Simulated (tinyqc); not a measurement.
Self-heating of a transistor with one or more fingers, with temperature-dependent conductivity: one step, computed by the program tinyqc.

N long parallel fingers lie on the top face of a slab whose bottom is held at T_0; the top is otherwise insulated, and heat flows in two dimensions. P in W/mm is 1000 P in W/m.

Task: Correction for the falling conductivity. Kirchhoff transformation for kappa = kappa_0 (T/T_0)^-m: T = T_0 [1 - (m - 1) theta/T_0]^(-1/(m - 1)), where theta is the linear rise. The bracket vanishes at the power P T_0/((m - 1) theta).

Inputs (values chosen for the exercise, modelled on gallium oxide): exponent m in kappa ~ T^-m = 1.28; base temperature T_0 = 358 K; power per gate width P = 0.25 W/mm.

Power: power rises with temperature.

largest theta = 56.55710 K

Give: peak temperature; true rise; true rise / linear rise; power at which the formula diverges.

Result:

peak temperature = 420.8 K

true rise = 62.78 K

true rise / linear rise = 1.110

power at which the formula diverges = 5.652 W/mm

The falling conductivity adds 11.0 % to the rise.
